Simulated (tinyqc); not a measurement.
On-chip interconnect, size-dependent resistivity and RC delay: two steps of the calculation.

A rectangular line between two neighbours and two ground planes. Surface and grain-boundary scattering are added to the bulk resistivity as corrections; capacitances are parallel-plate values without fringing; inductance is ignored.

Parameters, values chosen for the exercise; metal values close to those of copper: line length Lw = 14 um; driver resistance Rd = 3900 ohm; load capacitance Cl = 0.075 fF; time step dt = 1.6 ps.

Task 1. Ladder and Elmore delays. 7 equal pi sections: series Rs = r Lw/7; node capacitances c Lw/7, halved at nodes 0 and 7, with Cl added to node 7; Rd feeds node 0. Elmore delay of node k: the sum, over the resistors on the path to k, of resistance times all capacitance downstream of it.

r = 5.9835863 ohm/um
c = 0.091954765 fF/um

Give: Rs; C; Elmore delay.

Result 1.

Rs = 11.967 ohm

```
node,C (fF),Elmore delay (ps)
0,0.091955,5.3132
1,0.18391,5.3284
2,0.18391,5.3414
3,0.18391,5.3522
4,0.18391,5.3608
5,0.18391,5.3672
6,0.18391,5.3714
7,0.16695,5.3734
```

The far-end value equals Rd (c Lw + Cl) + r Lw (c Lw/2 + Cl) for any number of pi sections; the line resistance contributes 1.12 % of it.

Task 2. Node voltages after a time step. A 1 V step is applied behind Rd at t = 0. C dv/dt = -G v + b, with G the conductance matrix of the ladder (1/Rs between neighbours, 1/Rd added at node 0) and b = (1 V/Rd, 0, ...). Trapezoidal step: (C/dt + G/2) v(new) = (C/dt - G/2) v + b.

Rs = 11.967173 ohm

```
node,C (fF),v at t = 1 dt (V)
0,0.091954765,0.27293203
1,0.18390953,0.26800794
2,0.18390953,0.26382117
3,0.18390953,0.26036020
4,0.18390953,0.25761550
5,0.18390953,0.25557953
6,0.18390953,0.25424668
7,0.16695477,0.25361329
```

Find: v at t = 2 dt.

Result 2.

```
node,v at t = 2 dt (V)
0,0.4493
1,0.4506
2,0.4516
3,0.4524
4,0.4530
5,0.4535
6,0.4537
7,0.4539
```

Program tinyqc, `OMP_NUM_THREADS=1 python tinyqc.py 2100069 2100070 out.jsonl`; Intel Xeon 2.30GHz, shared host, one thread, about 0.01 s.
